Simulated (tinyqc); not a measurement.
Sweep of a uniaxial [111] stress: six-band Luttinger-Kohn model with strain.

Six-band Luttinger-Kohn model in the basis |3/2,3/2>, |3/2,1/2>, |3/2,-1/2>, |3/2,-3/2>, |1/2,1/2>, |1/2,-1/2>, electron energies, zero at the top of the unstrained valence band. H = -[rows: (P+Q, -S, R, 0, -S/r2, r2 R); (-S*, P-Q, 0, R, -r2 Q, r32 S); (R*, 0, P-Q, S, r32 S*, r2 Q); (0, R*, S*, P+Q, -r2 R*, -S*/r2); (-S*/r2, -r2 Q, r32 S, -r2 R, P+Dso, 0); (r2 R*, r32 S*, r2 Q, -S/r2, 0, P+Dso)], r2 = sqrt(2), r32 = sqrt(3/2). Levels are twofold.

P = c g1 k^2 - av tr(e); Q = c g2 (kx^2 + ky^2 - 2 kz^2) - (b/2)(exx + eyy - 2 ezz); R = c sqrt3 [-g2 (kx^2 - ky^2) + 2i g3 kx ky] + (sqrt3/2) b (exx - eyy) - i d exy; S = 2 c sqrt3 g3 (kx - i ky) kz - d (exz - i eyz); c = hbar^2/2m0, e the strain tensor (not engineering shear).

s11 = (C11 + C12)/((C11 - C12)(C11 + 2 C12)), s12 = -C12/((C11 - C12)(C11 + 2 C12)), s44 = 1/C44; exx = s11 sxx + s12 (syy + szz) and cyclic, exy = s44 sxy/2; tension is positive. A uniaxial stress X along the unit vector n is s_ij = X n_i n_j.

Constants: hbar^2/2m0 = 3.80998211 eV angstrom^2.

Values chosen for the exercise (near those of GaSb; the results hold for these values, not for the real material): Dso = 0.732 eV (spin-orbit splitting); g1 = 13.59 (Luttinger gamma1); g2 = 4.66 (gamma2); g3 = 5.95 (gamma3); av = 0.8 eV (valence hydrostatic potential); b = -1.89 eV (tetragonal shear potential); d = -4.64 eV (trigonal shear potential); C11 = 84.3 GPa; C12 = 42.3 GPa; C44 = 41.5 GPa; load = uniaxial [111] (kind of stress).

Edges at k = 0 and curvature masses of the top pair along [110] and [001] (step 0.0002 1/angstrom); at zero stress the top is fourfold and has no single curvature.

Edges and masses:
```
X (GPa)  top (eV)  second (eV)  third (eV)  splitting (meV)  m [110]  m [001]
-2.10      0.0692      -0.0777     -0.7533            146.9    0.047    0.074
-1.40      0.0438      -0.0518     -0.7439             95.6    0.048    0.074
-0.70      0.0206      -0.0259     -0.7367             46.5    0.049    0.074
0.00       0.0000       0.0000     -0.7320              0.0        -        -
0.70       0.0259      -0.0178     -0.7301             43.8    0.131    0.074
1.40       0.0518      -0.0327     -0.7313             84.5    0.131    0.074
2.10       0.0777      -0.0443     -0.7356            122.0    0.131    0.074
```

The splitting reaches 146.9 meV under compression and 122.0 meV under the same tension; linear shear terms alone would make the two equal, and the difference comes from the coupling to the split-off band. At the ends of the sweep the top pair has a mass along [110] of 0.047 under compression and 0.131 under tension, so compression gives the lighter holes along [110]; along [001] it has 0.074 and 0.074. The top edge itself moves by +69 and +78 meV. The ends of the sweep mean strains up to 2.1 %, beyond the range of linear deformation potentials.

Run: tinyqc, `OMP_NUM_THREADS=1 python tinyqc.py 1080089 1080090 out.jsonl`; Intel(R) Xeon(R) Processor @ 2.30GHz, one thread, shared host; about 0.04 s of CPU time with all checks.
